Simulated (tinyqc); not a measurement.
Worked calculation: Pariser-Parr-Pople SCF with singles CI, for the molecule Oc1cccc2occc12 (SMILES; centres numbered as the heavy atoms are written). One step of it, computed by the program tinyqc.

Task: Iteration 1: Fock matrix. F_rr = H_rr + P_rr gamma_rr / 2 + sum_(s != r) P_ss gamma_rs; F_rs = H_rs - P_rs gamma_rs / 2; E = tr P (H + F) / 2 + core repulsion sum_(r<s) z_r z_s gamma_rs.

P at the start:
```
            1O         2C         3C         4C         5C         6C         7O         8C
1O    1.567375   0.627405  -0.314657  -0.096152   0.288978  -0.130708  -0.038070   0.162050
2C    0.627405   1.010461   0.566829  -0.027399  -0.242051   0.049072   0.031342  -0.112887
3C   -0.314657   0.566829   1.238868   0.626066  -0.219895  -0.165252   0.167758   0.022478
4C   -0.096152  -0.027399   0.626066   1.046372   0.702866  -0.072636  -0.165155   0.112509
5C    0.288978  -0.242051  -0.219895   0.702866   1.193631   0.502156  -0.130387  -0.067402
6C   -0.130708   0.049072  -0.165252  -0.072636   0.502156   1.114791   0.572623  -0.175769
7O   -0.038070   0.031342   0.167758  -0.165155  -0.130387   0.572623   1.282877   0.630378
8C    0.162050  -0.112887   0.022478   0.112509  -0.067402  -0.175769   0.630378   1.151190
9C   -0.070121  -0.048285  -0.157607   0.109865   0.058944  -0.206540  -0.288159   0.674394
10C  -0.207304   0.455141   0.039102  -0.211172  -0.029272   0.530221  -0.191886  -0.193268

            9C        10C
1O   -0.070121  -0.207304
2C   -0.048285   0.455141
3C   -0.157607   0.039102
4C    0.109865  -0.211172
5C    0.058944  -0.029272
6C   -0.206540   0.530221
7O   -0.288159  -0.191886
8C    0.674394  -0.193268
9C    1.227996   0.565581
10C   0.565581   1.166439
```

core matrix H (eV):
```
             1O          2C          3C          4C          5C          6C          7O          8C
1O   -68.912092   -2.240000    0.000000    0.000000    0.000000    0.000000    0.000000    0.000000
2C    -2.240000  -58.821511   -2.390000    0.000000    0.000000    0.000000    0.000000    0.000000
3C     0.000000   -2.390000  -52.773368   -2.390000    0.000000    0.000000    0.000000    0.000000
4C     0.000000    0.000000   -2.390000  -50.626900   -2.390000    0.000000    0.000000    0.000000
5C     0.000000    0.000000    0.000000   -2.390000  -53.011407   -2.390000    0.000000    0.000000
6C     0.000000    0.000000    0.000000    0.000000   -2.390000  -60.098679   -2.240000    0.000000
7O     0.000000    0.000000    0.000000    0.000000    0.000000   -2.240000  -73.479665   -2.240000
8C     0.000000    0.000000    0.000000    0.000000    0.000000    0.000000   -2.240000  -53.374343
9C     0.000000    0.000000    0.000000    0.000000    0.000000    0.000000    0.000000   -2.390000
10C    0.000000   -2.390000    0.000000    0.000000    0.000000   -2.390000    0.000000    0.000000

             9C         10C
1O     0.000000    0.000000
2C     0.000000   -2.390000
3C     0.000000    0.000000
4C     0.000000    0.000000
5C     0.000000    0.000000
6C     0.000000   -2.390000
7O     0.000000    0.000000
8C    -2.390000    0.000000
9C   -54.535029   -2.390000
10C   -2.390000  -60.358657
```

repulsion gamma_rs (eV):
```
            1O         2C         3C         4C         5C         6C         7O         8C
1O   21.500000   6.308094   4.353659   3.139480   2.833073   3.139148   2.689603   2.736710
2C    6.308094  11.130000   5.344886   3.872280   3.517481   3.872017   3.219720   2.914971
3C    4.353659   5.344886  11.130000   5.345294   3.872017   3.516757   2.844247   2.429641
4C    3.139480   3.872280   5.345294  11.130000   5.345697   3.871896   3.087438   2.429751
5C    2.833073   3.517481   3.872017   5.345697  11.130000   5.344886   4.184996   2.914656
6C    3.139148   3.872017   3.516757   3.871896   5.344886  11.130000   6.309110   4.046033
7O    2.689603   3.219720   2.844247   3.087438   4.184996   6.309110  21.500000   6.307385
8C    2.736710   2.914971   2.429641   2.429751   2.914656   4.046033   6.307385  11.130000
9C    3.669393   3.738553   2.837066   2.630663   2.948253   4.045281   4.573278   5.345096
10C   4.353327   5.345697   3.871896   3.517484   3.872280   5.345294   4.574286   4.046006

            9C        10C
1O    3.669393   4.353327
2C    3.738553   5.345697
3C    2.837066   3.871896
4C    2.630663   3.517484
5C    2.948253   3.872280
6C    4.045281   5.345294
7O    4.573278   4.574286
8C    5.345096   4.046006
9C   11.130000   5.344776
10C   5.344776  11.130000
```

Centres (angstrom, eV; a flat drawing with bonds scaled to 1.40 angstrom):

| centre | x | y | core charge z | W | gamma_rr |
|---|---|---|---|---|---|
| 1O | -1.512000 | 2.186000 | 2 | 33.000000 | 21.500000 |
| 2C | -1.123000 | 0.841000 | 1 | 11.160000 | 11.130000 |
| 3C | -2.094000 | -0.168000 | 1 | 11.160000 | 11.130000 |
| 4C | -1.705000 | -1.513000 | 1 | 11.160000 | 11.130000 |
| 5C | -0.346000 | -1.849000 | 1 | 11.160000 | 11.130000 |
| 6C | 0.625000 | -0.840000 | 1 | 11.160000 | 11.130000 |
| 7O | 2.024000 | -0.886000 | 2 | 33.000000 | 21.500000 |
| 8C | 2.500000 | 0.431000 | 1 | 11.160000 | 11.130000 |
| 9C | 1.395000 | 1.291000 | 1 | 11.160000 | 11.130000 |
| 10C | 0.236000 | 0.505000 | 1 | 11.160000 | 11.130000 |

Give: F; pi energy.

Result:

F (eV):
```
           1O       2C       3C       4C       5C       6C        7O       8C
1O   -13.9441  -4.2189   0.6850   0.1509  -0.4093   0.2052    0.0512  -0.2217
2C    -4.2189  -5.8101  -3.9048   0.0530   0.4257  -0.0950   -0.0505   0.1645
3C     0.6850  -3.9048  -5.0730  -4.0633   0.4257   0.2906   -0.2386  -0.0273
4C     0.1509   0.0530  -4.0633  -4.5598  -4.2687   0.1406    0.2550  -0.1367
5C    -0.4093   0.4257   0.4257  -4.2687  -5.1638  -3.7320    0.2728   0.0982
6C     0.2052  -0.0950   0.2906   0.1406  -3.7320  -6.3199   -4.0464   0.3556
7O     0.0512  -0.0505  -0.2386   0.2550   0.2728  -4.0464  -15.2242  -4.2280
8C    -0.2217   0.1645  -0.0273  -0.1367   0.0982   0.3556   -4.2280  -6.8163
9C     0.1287   0.0903   0.2236  -0.1445  -0.0869   0.4178    0.6589  -4.1924
10C    0.4512  -3.6065  -0.0757   0.3714   0.0567  -3.8071    0.4389   0.3910

          9C      10C
1O    0.1287   0.4512
2C    0.0903  -3.6065
3C    0.2236  -0.0757
4C   -0.1445   0.3714
5C   -0.0869   0.0567
6C    0.4178  -3.8071
7O    0.6589   0.4389
8C   -4.1924   0.3910
9C   -5.6216  -3.9015
10C  -3.9015  -5.4949
```

pi energy = -190.0519 eV
